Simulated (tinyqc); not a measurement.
Fermi-Dirac statistics of conduction electrons: sweeps and comparisons. A value that a table varies takes the place of the one given here.

Non-parabolic band E (1 + alpha E) = c k^2/m: n = Nc (2/sqrt(pi)) integral_0^infinity sqrt(x (1 + a x)) (1 + 2 a x) dx/(1 + exp(x - eta)) with a = alpha kT and eta = (EF - Ec)/kT; a = 0 gives n = Nc F_1/2(eta).

Constants: hbar^2/2m0 = 3.80998211 eV angstrom^2; kB = 8.617333262e-05 eV/K.

Values chosen for the exercise (near those of Si, lowest valleys alone; not measured data):
```
symbol  value    unit    meaning
m       1.0814   m0      density-of-states mass of the conduction band
T       400      K
alpha   0.51     1/eV    non-parabolicity
n       4.1e+19  1/cm^3  electron density
```

## Parabolic against non-parabolic filling

N = 2 (m kB T/(4 pi c))^(3/2) with c = hbar^2/2m0, in 1/angstrom^3; times 1e24 for 1/cm^3. k_F = (3 pi^2 n)^(1/3) and the energy E0 that solves E (1 + alpha E) = c k_F^2/m give the limit of zero temperature.

EF - Ec (meV):
```
n (1/cm^3)  parabolic  non-parabolic  non-parabolic, 0 K
4.0e+18         -81.1          -83.4                 8.5
2.0e+19         -21.2          -23.9                24.5
7.0e+19          35.7           31.4                55.7
2.0e+20         105.5           96.7               109.2
7.0e+20         262.1          230.9               237.2
2.0e+21         533.4          433.6               437.6
```

What can be read from the table?

Non-parabolicity lowers EF by 2.3 meV at the lowest density and by 99.9 meV at the highest, where alpha (EF - Ec) = 0.22. Temperature lowers EF below its 0 K value by 91.9 meV at the lowest density and by 4.0 meV at the highest. EF enters the band between 2e+19 and 7e+19 1/cm^3.

## What moves the Fermi level

N = 2 (m kB T/(4 pi c))^(3/2) with c = hbar^2/2m0, in 1/angstrom^3; times 1e24 for 1/cm^3. Each row changes one parameter from the base and keeps the others.

Results:
```
case                 parabolic EF - Ec (meV)  non-parabolic EF - Ec (meV)
base                                    9.35                         5.99
m = 1.1895 m0                           2.93                        -0.28
T = 450 K                               1.63                        -2.37
n = 2.05e+19 1/cm^3                   -20.18                       -22.96
alpha = 0.765 1/eV                      9.35                         4.40
```

What does this show?

The largest shifts from the base row, up to three for each result and ties (the steps differ in size, so this ranks the rows, not the parameters). parabolic EF - Ec (meV): n -29.53, T -7.73, m -6.42; unchanged at the printed digits by alpha. non-parabolic EF - Ec (meV): n -28.95, T -8.36, m -6.26.

(tinyqc, `OMP_NUM_THREADS=1 python tinyqc.py 1652779 1652780 out.jsonl`, Intel(R) Xeon(R) Processor @ 2.30GHz, 1 thread, shared host, about 0.01 s.)
